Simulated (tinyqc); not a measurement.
# Charge-trap memory cell, step by step

Program tinyqc, `OMP_NUM_THREADS=1 python tinyqc.py 2130125 2130126 out.jsonl`; Intel Xeon 2.30GHz, shared host, one thread, about 0.02 s. Printed values are rounded.

Channel, tunnel oxide, storage layer, blocking layer, gate. N electrons per area sit in a sheet at the centroid and shift the threshold by U = (q/eps0) N (tb/eb + xc tn/en). EOT = t1 + 3.9 (tn/en + tb/eb); tunnel field F = (Vg - U)/EOT; dN/dt = eta (J/q)(1 - N/Nm). Fowler-Nordheim: J = A F^2 exp(-B/F), A = q^2/(16 pi^2 hbar mo phi) (times 1e14 for A/cm^2 with F in V/nm, emitter mass m0), B = (4/3) sqrt(mo/C) phi^1.5, C = hbar^2/(2 m0).

Values chosen for this exercise; oxide values close to those of silicon dioxide, storage layer close to silicon nitride, blocking layer close to aluminium oxide:
```
symbol   value   unit                                                      meaning
phi       3.02     eV                                               tunnel barrier
mo        0.48     m0                                              tunnelling mass
t1         5.6     nm                              tunnel oxide (permittivity 3.9)
tn           7     nm                                                storage layer
en         7.3                                           its relative permittivity
tb        10.7     nm                                               blocking layer
eb           9                                           its relative permittivity
xc        0.38         charge centroid, share of tn counted from the blocking side
eta       0.49                                capture efficiency of an empty layer
Nm      1.4e13  cm^-2                                                 trap density
T          358      K                                          storage temperature
E1        0.95     eV                                        shallowest trap depth
E2        1.59     eV                                           deepest trap depth
nu        1e12    1/s                                            attempt frequency
Vg        17.5      V            gate voltage less flat band and surface potential
d0      2.3e-7      s                                              first time step
gr           2                                                  growth of the step
n            8                                                               steps
```

Constants: q = 1.602176634e-19 C, kB = 1.380649e-23 J/K, hbar = 1.054571817e-34 J s, m0 = 9.1093837015e-31 kg, Vt = kB T/q, eps0 = 8.8541878128e-14 F/cm where lengths are in cm, hbar^2/(2 m0) = 0.0380998212 eV nm^2. Results are converted to the units shown.

Range of the model: The Fowler-Nordheim form needs F t1 above phi; trap-assisted paths and leakage through the blocking layer are left out.

## Constants of the stack

EOT, the shift for 1e12 electrons per cm^2, the shift with all traps full, and the starting field, current and rate.

EOT = 13.9764 nm
shift for 1e12 cm^-2 = 0.281067 V
shift with all traps full = 3.93493 V
F(0) = 1.25211 V/nm
J(0) = 0.404645 A/cm^2
dN/dt at the start = 1.23754e18 cm^-2 s^-1

## Midpoint steps of growing length

N(half) = N + (d/2) r(N), N(new) = N + d r(N(half)), r = dN/dt; the step starts at d0 and is multiplied by gr each time. Field in the blocking layer (3.9 F + q N/eps0)/eb.

t, step 0 to 8 (s): [0, 2.3e-7, 6.9e-7, 1.61e-6, 3.45e-6, 7.13e-6, 1.449e-5, 2.921e-5, 5.865e-5]
N, step 0 to 8 (cm^-2): [0, 2.67995e11, 7.23674e11, 1.41947e12, 2.35125e12, 3.45321e12, 4.64179e12, 5.85142e12, 7.03969e12]
U, step 0 to 8 (V): [0.00000, 0.07532, 0.20340, 0.39897, 0.66086, 0.97058, 1.30465, 1.64464, 1.97862]
F, step 0 to 8 (V/nm): [1.25211, 1.24672, 1.23756, 1.22357, 1.20483, 1.18267, 1.15876, 1.13444, 1.11054]
blocking field, step 0 to 8 (V/nm): [0.542582, 0.545634, 0.550825, 0.558751, 0.569365, 0.581918, 0.595458, 0.609237, 0.622773]

A converged integration gives U = 2.091 V at the last time; the steps are 5.4 % below that. The tunnel field falls by 11.3 % while the blocking field rises by 14.8 %.

## Retention after ten years

Retention: filled traps are spread evenly in depth from E1 to E2, and each empties at the rate nu exp(-E/kB T). The share left is the mean of exp(-nu t exp(-E/kB T)) = [kB T/(E2 - E1)] [E1x(nu t exp(-E2/kB T)) - E1x(nu t exp(-E1/kB T))], E1x the exponential integral; traps shallower than about Ed = kB T ln(nu t) are empty. t = 3.15576e8 s.

Ed = 1.45615 eV
share left = 0.181942
loss a decade while Ed lies between E1 and E2, kB T ln 10/(E2 - E1) = 0.110992

The sharp-edge estimate (E2 - Ed)/(E2 - E1) is 0.209; the true edge lies 0.577 kB T deeper.
